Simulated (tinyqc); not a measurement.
Inside a calculation: strain-driven crossing of the Gamma and L valleys in a germanium-like crystal alloyed with tin. Values are carried at full precision from step to step, so a last printed digit may differ when a step is redone from the rounded ones.

With tin the unstrained gaps become E(y) = (1 - y) E + y EgS - CS y (1 - y); all other values are kept.
Constants: kB = 8.617333262e-05 eV/K; hc = 1239.841984 eV nm.

Parameters, chosen for this exercise (near those of Ge, gaps at low temperature; the results hold for these values, not for the real material):
```
symbol  value           unit  meaning
Eg      0.901           eV    gap at Gamma to the s-like level
EgL     0.746           eV    gap to L
EgS     (-0.417, 0.13)  eV    Gamma and L gaps of the tin end
CS      (2.01, 0.89)    eV    bowing of the Gamma and L gaps
y       0.019                 tin fraction
C11     128.1           GPa
C12     48.6            GPa
C44     67.8            GPa
load    biaxial (001)         kind of strain
e0      -0.0056               size of the strain
Dso     0.286           eV    spin-orbit splitting
ac      -8.37           eV    conduction deformation potential
av      1.22            eV    valence hydrostatic potential
b       -2.51           eV    tetragonal shear potential
d       -5.29           eV    trigonal shear potential
aL      -1.76           eV    hydrostatic potential of the L edge, Xd + Xu/3
XuL     16.29           eV    uniaxial potential, L
mG      0.0389          m0    mass at Gamma
mL      0.547           m0    density-of-states mass of the four L valleys together
T       200             K     temperature
```

## Gaps of the unstrained alloy

Give both gaps, their difference, and the y at which they cross (the root of a quadratic between 0 and 0.3).

Gamma and L gaps (eV): 0.8385  0.7177

Gamma - L = 0.1208 eV
crossing y = 0.0901

Without strain the alloy is indirect.

## The strain tensor for a biaxial (001) load

Biaxial loads: e0 is the in-plane strain e_par and the normal is free. (001): e_perp = -2 (C12/C11) e_par; exx = eyy = e_par, ezz = e_perp, no shear. (111): e_perp = -(2 C11 + 4 C12 - 4 C44)/(C11 + 2 C12 + 4 C44) e_par; exx = eyy = ezz = (2 e_par + e_perp)/3 and exy = eyz = ezx = (e_perp - e_par)/3. (110): e_perp = -(C11 + 3 C12 - 2 C44)/(C11 + C12 + 2 C44) e_par; exx = eyy = (e_par + e_perp)/2, ezz = e_par, exy = (e_perp - e_par)/2, eyz = ezx = 0. Uniaxial loads: a stress along n, scaled so that n.e.n = e0, with exx = s11 sxx + s12 (syy + szz), exy = s44 sxy/2, s11 = (C11 + C12)/((C11 - C12)(C11 + 2 C12)), s12 = -C12/((C11 - C12)(C11 + 2 C12)), s44 = 1/C44.

Form the tensor and its trace.

strain tensor in the cubic axes:
```
           x          y         z
x  -0.005600   0.000000  0.000000
y   0.000000  -0.005600  0.000000
z   0.000000   0.000000  0.004249
```

tr(e) = -0.006951

## Band edges

Edges from the unstrained valence top: Gamma at Eg + ac tr(e); an L valley with unit axis u at EgL + aL tr(e) + XuL (u.e.u - tr(e)/3), u along [111], [1-1-1], [-11-1], [-1-11]; valence edges are the levels of the 6 x 6 matrix of X, Y, Z times spin with -Dso/3 + l exx + m (eyy + ezz) on the diagonal (cyclic), n exy off it, l = av + 2 b, m = av - b, n = sqrt(3) d. Spin-orbit term (Dso/3) L.sigma on X, Y, Z with (L_k)_ij = -i epsilon_kij: <X+|H|Y+> = -i Dso/3, <X+|H|Z-> = Dso/3, <Y+|H|Z-> = -i Dso/3, <Z+|H|X-> = -Dso/3, <Z+|H|Y-> = i Dso/3, <X-|H|Y-> = i Dso/3, and their conjugates; + and - are the spin along z.

Give the edges and the direct and indirect gaps from the top valence edge.

Gamma edge = 0.8967 eV

L edges (eV): [111] 0.7299, [1-1-1] 0.7299, [-11-1] 0.7299, [-1-11] 0.7299

valence edges from the top (eV): 0.0162  -0.0286  -0.2991

direct and indirect gap (eV): 0.8804  0.7137

The gap is indirect: Gamma lies 167 meV above the lowest L valley. The top two valence edges are 45 meV apart.

## Electrons in the Gamma valley

Non-degenerate, parabolic: share = mG^(3/2)/(mG^(3/2) + (mL^(3/2)/4) sum_i exp(-(E_Li - E_Gamma)/kT)). Also the offset at which four equal L valleys hold half of the electrons, kT ln((mL/mG)^(3/2)), and the wavelength hc/E of the direct gap.

(mL/mG)^(3/2) = 52.73
share in Gamma = 0.000119 %
offset for an even split = 68.3 meV
wavelength = 1408 nm

With the L valleys as they lie here, Gamma must be 68 meV below the lowest of them to hold half of the electrons at 200 K; it lies 167 meV above. A direct gap alone is not enough.

## Checks

- Gamma and lowest L edge at e0 = 0.01472, where the linear shifts make them meet (eV): both 0.6855.

tinyqc: `OMP_NUM_THREADS=1 python tinyqc.py 1050284 1050285 out.jsonl`; about 0.01 s, one thread, shared Intel(R) Xeon(R) Processor @ 2.30GHz.
